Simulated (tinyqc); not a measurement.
Inside a calculation. Model: capacitance measurement on a leaky thin oxide: effects of series resistance and leakage.

Numbers from tinyqc (`OMP_NUM_THREADS=1 python tinyqc.py 2022035 2022036 out.jsonl`; about 0.01 s on one thread of a shared Intel Xeon 2.30GHz). Printed values are rounded.

The device is a capacitance C in parallel with a leakage conductance G, in series with Rs and Ls. An impedance meter reports either a parallel pair (Cp, Gp) from Y = 1/Z = Gp + i w Cp or a series pair (Cs, Rm) from Z = Rm + 1/(i w Cs); w = 2 pi f, dissipation D = Gp/(w |Cp|).

Parameters, values chosen for the exercise; values of the order met in thin-oxide MOS capacitors: relative permittivity of the gate insulator (close to silicon dioxide) eox = 3.9; insulator thickness tox = 1.5 nm; gate area A = 100 um^2; oxide-equivalent thickness added by the accumulation layer zc = 0.57 nm; oxide-equivalent thickness added by gate depletion zp = 0.24 nm; gate leakage current density, not matched to the thickness Jg = 0.00036 A/cm^2; voltage for an e-fold rise of the leakage Vs = 0.39 V; series resistance Rs = 410 ohm; series inductance Ls = 0 nH; measuring frequency f = 1e6 Hz.

Constants: eps0 = 8.8541878128e-14 F/cm where lengths are in cm. Results are converted to the units shown.

## True capacitance and conductance

EOT = 3.9 tox/eox; CET = EOT + zc + zp; C = 3.9 eps0 A/CET; G = Jg A/Vs.

EOT = 1.5 nm
CET = 2.31 nm
C = 1.494863 pF
G = 9.230769e-4 uS

## What the meter reports

Z = Rs + i w Ls + 1/(G + i w C).

Z = (0.004205-1.064679i) x 1e5 ohm
Cp = 1.494840 pF
Gp = 0.03709232 uS
Cs = 1.494863 pF
D = 0.003949203

Cp is within 0.01 % of C and Cs is within 0.01 % of it; G Rs = 3.78e-7, w C Rs = 0.00385 and G/(w C) = 9.83e-5.
